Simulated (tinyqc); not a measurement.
Strain-driven roughening and islands of a mismatched epitaxial film. From one set of inputs to another, one input at a time. Computed by tinyqc, a small Python program. Command: `OMP_NUM_THREADS=1 python tinyqc.py 3011688 3011689 out.jsonl island ladder`. One thread of a shared host (Intel(R) Xeon(R) Processor @ 2.30GHz), about 0.01 s of CPU time with the checks.

Film and substrate share isotropic elastic constants; the film is coherent and biaxially strained.

The inputs printed are set A. Inputs not listed in the table keep their values of set A, so the rows need not describe a real material.

Inputs (values chosen for the exercise, for a model film): misfit |f| = 0.0265; shear modulus G = 31.7 GPa; Poisson ratio nu = 0.28; surface energy gamma = 0.483 J/m^2; contact angle of the shallow shape theta_1 = 10.1 degrees; contact angle of the steep shape theta_2 = 33.9 degrees; facet energy of shape 1 over gamma = 1.002; facet energy of shape 2 over gamma = 1.015; surface mobility D_s nu_s Omega^2/(k_B T) = 4.4e-35 m^6/(J s).

Transport: surface diffusion.

Constants: e = 1.602176634e-19 C.

Method:
- M = 2 G (1 + nu)/(1 - nu); stress = M f; energy density w = M f^2.
- A ripple A cos(k x) has the surface chemical potential per volume [gamma k^2 - 2 (1 + nu) w k] A cos(k x), so k_c = 2 (1 + nu) w/gamma. With surface diffusion the amplitude grows at the rate q = B k^2 [2 (1 + nu) w k - gamma k^2], fastest at k_m = (3/4) k_c. B is the surface mobility.
- Shallow faceted island (Tersoff form): E = 4 Gam V^(2/3) tan^(1/3)(theta) - 6 c V tan(theta), Gam = gamma [x/sin(theta) - 1/tan(theta)], x the facet energy over gamma, c = stress^2 (1 - nu)/(2 pi G).
- The barrier is the maximum of E, at V_c = [4 Gam/(9 c)]^3 / tan^2(theta) (1 GPa nm = 1 J/m^2).

Each row keeps all changes above it:
```
input moved                                               from       to  fastest wavelength (nm)  growth time 1/q at k_m (s)  critical volume, shape 1 (nm^3)
set A                                                        -        -                   19.970                  1.4404e+01                       9.2324e+00
contact angle of the steep shape theta_2 (degrees)        33.9     31.8                   19.970                  1.4404e+01                       9.2324e+00
surface energy gamma (J/m^2)                             0.483     0.67                   27.701                  3.8446e+01                       2.4643e+01
facet energy of shape 2 over gamma                       1.015    1.019                   27.701                  3.8446e+01                       2.4643e+01
shear modulus G (GPa)                                     31.7     28.9                   30.385                  5.5654e+01                       3.2522e+01
surface mobility D_s nu_s Omega^2/(k_B T) (m^6/(J s))  4.4e-35  1.2e-32                   30.385                  2.0407e-01                       3.2522e+01
misfit |f|                                              0.0265   0.0723                    4.082                  6.6471e-05                       7.8855e-02
contact angle of the shallow shape theta_1 (degrees)      10.1     13.1                    4.082                  6.6471e-05                       8.7932e-02
```

Where does the difference come from?

Fastest wavelength goes from 20.0 to 4.08, a factor 0.204 in all. The largest single move comes from misfit |f| (a factor 0.134), and surface energy gamma works against it (a factor 1.39). Growth time 1/q at k_m goes from 14.4 to 6.65e-5, a factor 4.61e-6 in all. The largest single move comes from misfit |f| (a factor 3.26e-4), and surface energy gamma works against it (a factor 2.67). Critical volume, shape 1 goes from 9.23 to 0.0879, a factor 0.00952 in all. The largest single move comes from misfit |f| (a factor 0.00242), and surface energy gamma works against it (a factor 2.67). The single moves hold for this order of the switches; the total does not depend on the order.

Caution (rows misfit |f|, contact angle of the shallow shape theta_1): a wavelength of a few nanometres is at the limit of continuum theory, where steps and facets rule. Caution (rows misfit |f|, contact angle of the shallow shape theta_1): a critical volume below 1 nm^3 holds fewer than a hundred atoms, so a continuum barrier there has no physical meaning.

Extremes, crossings and ranges named in words are read from the listed rows.
